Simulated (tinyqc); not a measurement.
Which input was changed? Model: carrier lifetime from Shockley-Read-Hall, radiative, Auger and surface recombination. Computed by tinyqc, a small Python program. Command: `OMP_NUM_THREADS=1 python tinyqc.py 3020395 3020396 out.jsonl lifetime which`. One thread of a shared host (Intel(R) Xeon(R) Processor @ 2.30GHz), about 0.09 s of CPU time with the checks.

Energies are counted from the top of the valence band. Boltzmann statistics, full ionisation, and equal excess densities of electrons and holes.

Inputs (values chosen for the exercise, for a model semiconductor):
```
quantity                          value        unit
gap E_g                            2.66          eV
electron mass m_e                 0.188         m_0
valleys M_c                           1           -
hole mass m_h                     0.571         m_0
temperature T                       300           K
doping N                          2e+16       cm^-3
trap level E_t                     1.28          eV
trap density N_t                1.9e+14       cm^-3
electron cross-section sigma_n  6.1e-14        cm^2
hole cross-section sigma_p      1.9e-17        cm^2
radiative coefficient B         9.3e-11      cm^3/s
Auger coefficient C_n           8.9e-31      cm^6/s
Auger coefficient C_p             3e-31      cm^6/s
excess density dn               3.2e+15       cm^-3
generation rate G               2.4e+23  cm^-3 s^-1
diffusion coefficient D              13      cm^2/s
```

Doping: n-type. Surface term: none.

Constants: m_0 = 9.1093837015e-31 kg; k_B = 1.380649e-23 J/K; h = 6.62607015e-34 J s; k_B = 8.617333262e-05 eV/K.

Method:
- N_c = 2 M_c (2 pi m_e k_B T/h^2)^(3/2) and N_v = 2 (2 pi m_h k_B T/h^2)^(3/2), masses in units of m_0.
- n_i = sqrt(N_c N_v) exp(-E_g/2 k_B T); majority density N/2 + sqrt(N^2/4 + n_i^2), minority density n_i^2 over it.
- v = sqrt(3 k_B T/m) with m_e or m_h; tau_n0 = 1/(sigma_n v_n N_t), tau_p0 = 1/(sigma_p v_p N_t); n1 = N_c exp(-(E_g - E_t)/k_B T), p1 = N_v exp(-E_t/k_B T).
- With n = n_0 + dn, p = p_0 + dn and U/dn = 1/tau: (n p - n_i^2)/dn = n_0 + p_0 + dn = s; 1/tau_SRH = s/[tau_p0 (n + n1) + tau_n0 (p + p1)]; 1/tau_rad = B s; 1/tau_Aug = (C_n n + C_p p) s; the rates add.
- Radiative efficiency = tau_eff/tau_rad; effective diffusion length = sqrt(D tau_eff).
- dn solves dn/tau_eff(dn) = G (60 bisections in ln dn between 1e-2 and 1e22 cm^-3); the splitting of the quasi-Fermi levels is k_B T ln(n p/n_i^2).

Task: One of these inputs alone was changed, within the range given: electron cross-section sigma_n (3.05e-14 to 1.22e-13); radiative coefficient B (4.65e-11 to 1.86e-10); excess density dn (1.6e+15 to 6.4e+15); temperature T (150 to 500). Which one, and to what value?

Results:
```
run     effective lifetime at dn (s)  steady excess density (cm^-3)  effective diffusion length at dn (micrometre)
before                  4.516923e-07                   4.151596e+16                                       24.23221
after                   3.734274e-07                   3.695210e+16                                       22.03306
```

Result:

Each candidate set to reproduce effective lifetime at dn, and what it then gives:
```
candidate                                    range searched  value needed  steady excess density (cm^-3)  effective diffusion length at dn (micrometre)
electron cross-section sigma_n (cm^2)  3.05e-14 to 1.22e-13  out of reach                              -                                              -
radiative coefficient B (cm^3/s)       4.65e-11 to 1.86e-10     1.130e-10                     3.6952e+16                                         22.033
excess density dn (cm^-3)                1.6e+15 to 6.4e+15  out of reach                              -                                              -
temperature T (K)                                150 to 500  out of reach                              -                                              -
```

Only radiative coefficient B fits every result: it went from 9.3e-11 to 1.13e-10 cm^3/s. No other candidate reaches the first result within its range.
